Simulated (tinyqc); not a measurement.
Two regimes over temperature: microkinetic model of low-temperature epitaxy from hydride gases: adsorption, hydrogen desorption and rate control. Computed by tinyqc, a small Python program. Command: `OMP_NUM_THREADS=1 python tinyqc.py 3006898 3006899 out.jsonl hepi walk`. One thread of a shared host (Intel(R) Xeon(R) Processor @ 2.30GHz), about 0.01 s of CPU time with the checks.

Each hydride molecule needs two free sites and leaves four hydrogen atoms, of which two leave at once as H2; theta is the hydrogen coverage, the site density is 6.78 per nm^2 and one layer is 1.358 angstrom thick.

Inputs (values chosen for the exercise, close to those used for silane and germane on Si(001)):
```
quantity,value,unit
silane pressure p_S,0.16,Pa
sticking prefactor of silane s0,0.1,-
adsorption barrier E_s,0.23,eV
desorption prefactor nu_d,4.3e+12,1/s
desorption energy on silicon E_d,2.15,eV
hydrogen carrier pressure p_H,0,Pa
sticking of hydrogen s_H,4.4e-07,-
germane pressure p_G,0.0034,Pa
sticking ratio of germane to silane r_G,4.4,-
"lowering of E_d per unit germanium fraction, dE",0.32,eV
```

Film: silicon-germanium. Order of hydrogen desorption: first.

Constants: k_B = 8.617333262e-05 eV/K; u = 1.6605390666e-27 kg; k_B = 1.380649e-23 J/K.

Method:
- Flux per site F = p/(sqrt(2 pi M k_B T) x 6.78e18 per m^2), M = 32.12 u (silane), 76.63 u (germane), 2.016 u (hydrogen); s = s0 exp(-E_s/(k_B T)); k_S = s F_S, k_G = r_G s F_G; germanium fraction x = k_G/(k_S + k_G); k = k_S + k_G; k_H = s_H F_H; k_d = nu_d exp(-(E_d - dE x)/(k_B T)).
- With k the hydride and k_H the hydrogen adsorption rate on free pairs and k_d the desorption rate, steady state: 2 (k + k_H)(1 - theta)^2 = k_d theta; growth rate R = k (1 - theta)^2 layers/s; 1 layer/s = 8.148 nm/min.
- Temperatures in kelvin are T(C) + 273.15.
- Limits: desorption-limited R = k_d k/(2 (k + k_H)), adsorption-limited R = k.

Growth:
```
T (C),theta,G (nm/min),desorption limit (nm/min),adsorption limit (nm/min)
400,0.98349,1.8891e-03,1.9209e-03,6.931
450,0.94872,2.3128e-02,2.4378e-02,8.796
500,0.86634,1.9296e-01,2.2273e-01,10.800
550,0.70794,1.1011e+00,1.5554e+00,12.909
600,0.47622,4.1403e+00,8.6941e+00,15.091
650,0.24487,9.8761e+00,4.0332e+01,17.320
700,0.09934,1.5875e+01,1.5981e+02,19.570
750,0.03660,2.0256e+01,5.5348e+02,21.824
800,0.01371,2.3408e+01,1.7074e+03,24.063
850,0.00545,2.5990e+01,4.7644e+03,26.276
```

What follows from these numbers?

The apparent activation energy of G is 2.10 eV between the first rows and 0.22 eV between the last; full hydrogen cover gives a value near the desorption energy (plus E_s where k_H far exceeds k), a bare surface one near E_s less k_B T/2 from the flux. The coverage passes one half between 550 and 600 C, the knee of the Arrhenius plot.

Extremes, crossings and ranges named in words are read from the listed rows.
